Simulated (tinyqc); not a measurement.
# Changing the Ge fraction x

Model: composition and strain of an epitaxial Si(1-x)Ge(x) layer from Raman and X-ray peaks. Computed by tinyqc, a small Python program. Command: `OMP_NUM_THREADS=1 python tinyqc.py 3028492 3028493 out.jsonl epiraman sweep`. One thread of a shared host (Intel(R) Xeon(R) Processor @ 2.30GHz), about 0.01 s of CPU time with the checks.

A (001) layer, biaxially strained in the plane. The Raman peaks follow empirical lines omega = w0 + c1 x + c3 x^3 + b eps (c3 for Si-Ge alone), with eps the in-plane strain.

Inputs (values chosen for the exercise, modelled on silicon-germanium):
```
quantity                        value      unit
degree of relaxation R              0         -
Ge fraction y of the buffer       0.7         -
lattice constant of Si          5.431  angstrom
lattice constant of Ge          5.658  angstrom
bowing B                        0.029  angstrom
2 C12/C11 of Si                 0.765         -
2 C12/C11 of Ge                  0.75         -
Si-Si: w0                       520.9      1/cm
Si-Si: c1                       -64.3      1/cm
Si-Si: strain coefficient b      -691      1/cm
Si-Ge: w0                       400.4      1/cm
Si-Ge: c1                        24.4      1/cm
Si-Ge: c3                       -34.8      1/cm
Si-Ge: strain coefficient b      -542      1/cm
Ge-Ge: w0                       280.3      1/cm
Ge-Ge: c1                        18.7      1/cm
Ge-Ge: strain coefficient b      -448      1/cm
X-ray wavelength             1.540598  angstrom
```

Substrate: relaxed alloy buffer.

Method:
- Relaxed lattice constant a(x) = a_Si + (a_Ge - a_Si) x - B x (1 - x).
- In-plane constant a_par = a_sub + R (a(x) - a_sub); eps = a_par/a(x) - 1; eps_perp = -(2 C12/C11) eps with 2 C12/C11 linear in x; a_perp = a(x) (1 + eps_perp). The buffer has a_sub = a(y).
- Insert x and eps in the three lines; the strain part is b eps.
- Bragg angle theta = arcsin(2 lambda/a) for (004), for the substrate with a_sub and the layer with a_perp; separation in arc seconds.

One run for each value; columns: (1) Ge fraction x; (2) Si-Si peak (1/cm); (3) Si-Ge peak (1/cm); (4) Ge-Ge peak (1/cm); (5) in-plane strain eps (per mille); (6) separation, layer less substrate (arcsec):
```
(1)     (2)    (3)    (4)    (5)    (6)
0.08  498.4  388.7  270.5  25.11   6226
0.18  494.6  393.1  274.1  21.26   5242
0.29  490.6  397.5  278.1  16.93   4149
0.40  486.5  401.2  282.2  12.51   3046
0.50  482.9  403.7  285.9   8.41   2036
0.60  479.4  405.2  289.6   4.24   1021
0.82  471.8  404.0  298.0  -5.18  -1231
0.92  468.3  400.9  301.8  -9.56  -2260
```

Over the rows, Si-Si peak (1/cm) falls from 498 to 468 (exponent d ln y / d ln x -0.0094 between the first rows and -0.063 between the last); Si-Ge peak (1/cm) goes from 389 through a maximum among these rows, 405 at 0.600, to 401; Ge-Ge peak (1/cm) rises from 271 to 302 (exponent d ln y / d ln x 0.016 between the first rows and 0.11 between the last). Composition and strain both change with x. The Si-Si peak moves by -35.8 per cm per unit x on average, against c1 = -64.3 without strain: eps moves towards compression as x grows, which offsets part of the fall, in proportion to 1 - R. Left out: 0.710 (layer and substrate are lattice matched).

Caution (rows 0.0800, 0.180): strains above 2 % survive only in layers a few nanometres thick, and the linear relations lose accuracy. Caution (rows 0.0800, 0.180, 0.820, 0.920): near either end one of the like-atom peaks is weak, since its intensity follows the number of such bonds.

Extremes, crossings and ranges named in words are read from the listed rows.
